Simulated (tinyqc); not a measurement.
MOSFET in saturation, small-signal circuit and noise: two steps of the calculation.

Bias by the inversion coefficient IC = I/Ispec (charge-based model with velocity saturation; weak inversion below 0.1, strong above 10). Common-source circuit: gm, gds, Cgs, Cgd and Cj at the inner nodes, Rg in series with the gate; quasi-static, no source or drain resistance, no gate-body capacitance, no substrate network, no induced gate noise, so fmax is an upper estimate.

Values chosen for this exercise:
- T = 300 K (temperature)
- L = 130 nm (gate length)
- W = 40 um (total gate width)
- Cox = 2.13 uF/cm^2 (gate capacitance)
- mu = 190 cm^2/(V s) (mobility)
- n = 1.34 (slope factor)
- Ls = 15 nm (velocity-saturation length)
- sg = 0.023 (ratio gds/gm)
- IC = 7.2 (inversion coefficient)
- gw = 0.1 (short-channel excess of the noise factor)
- Nt = 8.4e17 cm^-3 eV^-1 (oxide trap density)
- lt = 0.1 nm (tunnelling length into the oxide)
- ac = 0 V s/C (Coulomb scattering coefficient)

Constants: q = 1.602176634e-19 C, kB = 1.380649e-23 J/K, Vt = kB T/q. Results are converted to the units shown.

Task 1. Current, transconductance and gain. Ispec = 2 n mu Cox (W/L) Vt^2, lc = Ls/L, gms = [sqrt((lc IC + 1)^2 + 4 IC) - 1]/[2 + lc (lc IC + 1)], gm = gms Ispec/(n Vt), gds = sg gm.

Wanted: Ispec; I; gms; gm; gds; gm/I.

Result 1.

Ispec = 223.03 uA
I = 1605.9 uA
gms = 2.1120
gm = 13.598 mS
gds = 0.31276 mS
gm/I = 8.4678 1/V

Task 2. Noise at the gate. Channel noise Sid = 4 kB T gam n gm with gam = (1/2 + (2/3) qs)/(1 + qs) + gw lc IC, qs = [sqrt(1 + 4 IC) - 1]/2, lc = Ls/L (the last term an empirical rise with velocity saturation); at the gate, white noise Sw = Sid/gm^2 + 4 kB T Rg. Number fluctuation with correlated mobility: S(f) = K/f, K = q^2 Vt lt Nt/(W L Cox^2) (1 + ac mu Cox I/gm)^2, Vt in eV with Nt per eV. Corner fc = K/Sw. Full shot noise would be 2 q I.

I = 1605.8516 uA
gm = 13.598079 mS
Rg = 1.2700321 ohm

Give: gam; Sid; Sid/(2 q I); sqrt(Sw); K; fc.

Result 2.

gam = 0.69814
Sid = 2.1076e-22 A^2/Hz
Sid/(2 q I) = 0.40958
sqrt(Sw) = 1.0774 nV/Hz^0.5
K = 2.3628e-11 V^2
fc = 20.354 MHz

The gate resistance gives 1.8 % of the white noise power.

Program tinyqc, `OMP_NUM_THREADS=1 python tinyqc.py 2150046 2150047 out.jsonl`; Intel Xeon 2.30GHz, shared host, one thread, about 0.01 s.
